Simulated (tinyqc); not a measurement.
How the errors depend on the field: Haynes-Shockley experiment: drift, diffusion and decay of a minority-carrier pulse. Computed by tinyqc, a small Python program. Command: `OMP_NUM_THREADS=1 python tinyqc.py 3111183 3111184 out.jsonl haynes walk`. One thread of a shared host (Intel(R) Xeon(R) Processor @ 2.30GHz), about 0.01 s of CPU time with the checks.

A thin sheet of excess carriers is made at x = 0, t = 0 in a long uniform bar; injection is low, so the pulse moves with the minority mobility.

Inputs (values chosen for the exercise, modelled on electrons in p-type germanium in a lightly doped bar):
```
quantity                       value         unit
minority mobility mu            4180   cm^2/(V s)
lifetime tau                     370  microsecond
temperature T                    300            K
field F                          7.6         V/cm
distance d to the collector     0.47           cm
injected sheet density N0    4.5e+10       1/cm^2
```

Constants: k_B = 8.617333262e-05 eV/K.

Method:
- D = mu k_B T/e, v = mu F.
- Transit time d/v, diffusion length sqrt(D tau), drift length v tau, Peclet number v d/D = e F d/(k_B T).
- dn(x, t) = N0/sqrt(4 pi D t) exp(-(x - v t)^2/(4 D t) - t/tau).
- At fixed x the signal peaks where d ln(dn)/dt = 0: a t^2 + t/2 - x^2/(4 D) = 0 with a = v^2/(4 D) + 1/tau.
- The full width at half maximum is found by solving dn(x, t) = peak/2 on both sides of the peak.
- With w that width: mu = d/(F t_p); D = (w d)^2/(16 ln2 t_p^3). The field is scaled by the factors listed.

D = 108.061 cm^2/s

Errors of the simple reading:
```
factor  F (V/cm)   v d/D  v^2 tau/(4 D)  error of mu (%)  error of D (%)
0.5         3.80   69.09            216           1.6892          2.4790
0.7         5.32   96.72            423           1.1573          1.7658
1.0         7.60  138.17            864           0.7842          1.2332
1.5        11.40  207.26           1944           0.5094          0.8205
2.5        19.00  345.43           5399           0.2992          0.4915
4.0        30.40  552.68          13822           0.1847          0.3069
7.0        53.20  967.20          42330           0.1046          0.1752
```

What does the comparison show, and why?

The error of mu falls from 1.69 to 0.105 %. For large v d/D it is about D/(v d) + 2 D/(v^2 tau), here 0.105 % in the last row: one part from spreading, one from recombination.

Extremes, crossings and ranges named in words are read from the listed rows.
